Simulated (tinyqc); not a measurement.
A discretised effective-mass wire between two leads, recursive Green functions: two steps of the calculation.

Finite differences on a grid of step a give a chain with hopping -t, t = C/(m a^2), C = hbar^2/(2 m0), and site energies 2 t + U_i for the N = 7 sites of the device; the semi-infinite leads have site energy 2 t. Each slice is one site, and V = -t couples neighbouring slices.

Values chosen for this exercise:
- m = 0.04 m0 (effective mass)
- a = 0.77 nm (grid step)
- U = [0, 0.289, 0.462, 0.52, 0.462, 0.289, 0] eV (potential on the sites 1 to N)
- E = 0.586 eV (energy above the band bottom of the leads)

Constants: q = 1.602176634e-19 C, hbar = 1.054571817e-34 J s, m0 = 9.1093837015e-31 kg, hbar^2/(2 m0) = 0.0380998212 eV nm^2. Results are converted to the units shown.

Task 1. Forward pass. Forward pass: g_1 = (E - H_1 - Sigma)^(-1), g_i = (E - H_i - V g_(i-1) V^dagger)^(-1), with Sigma also subtracted on the last slice; G_(i,1) = g_i V G_(i-1,1), starting from g_1. H_i is the block of slice i, its site energy.

Sigma = -1.3135028-0.9249658i eV

Find: g_i; G_(i,1) of the forward pass.

Result 1.

```
site       g_i (1/eV)  G_(i,1) of the forward pass (1/eV)
1     -0.5089-0.3584i                     -0.5089-0.3584i
2     -0.4681-0.2702i                     -0.2272-0.4904i
3     -0.4674-0.1733i                     -0.0341-0.4315i
4     -0.4893-0.1127i                      0.0514-0.3453i
5     -0.5340-0.0851i                      0.0913-0.2892i
6     -0.6373-0.0910i                      0.1358-0.2828i
7      0.2277-0.7971i                      0.3125+0.2773i
```

Task 2. States fed from the left, and the bond current. The full first column follows backwards from c_N = G_(N,1): c_i = G_(i,1)(forward) + g_i V^dagger c_(i+1). The density of states fed by the left lead is Gamma |c_i|^2/(2 pi), and the current on bond i is 2 t Gamma Im(c_(i+1) conj(c_i)) in units of T(E).

```
site               g_i (1/eV)  G_(i,1) of the forward pass (1/eV)
1     -0.50894168-0.35839560i             -0.50894168-0.35839560i
2     -0.46807852-0.27017525i             -0.22715155-0.49040222i
3     -0.46740979-0.17327094i             -0.03405851-0.43147061i
4     -0.48930044-0.11274779i              0.05138000-0.34533189i
5     -0.53402843-0.08509196i              0.09128687-0.28924284i
6     -0.63729969-0.09101381i              0.13575301-0.28278627i
7      0.22767674-0.79714599i              0.31248752+0.27728049i
```

Gamma = 1.8499315 eV

Wanted: c_i; density fed from the left; bond current.

Result 2.

```
site        c_i (1/eV)  density fed from the left (1/eV)
1     0.22768-0.79715i                           0.20235
2     0.34965-0.78285i                           0.21643
3     0.40699-0.62382i                           0.16335
4     0.43291-0.41664i                           0.10629
5     0.44105-0.19235i                           0.06817
6     0.41514+0.04679i                           0.05139
7     0.31249+0.27728i                           0.05139
```

bond current, bond 1 to 6: 0.59729  0.59729  0.59729  0.59729  0.59729  0.59729

The bond current is the same on every bond and equals T(E): the current is conserved.

Computed by the program tinyqc: `OMP_NUM_THREADS=1 python tinyqc.py 2660127 2660128 out.jsonl`, one thread of a shared Intel Xeon 2.30GHz, about 0.02 s for the whole run.
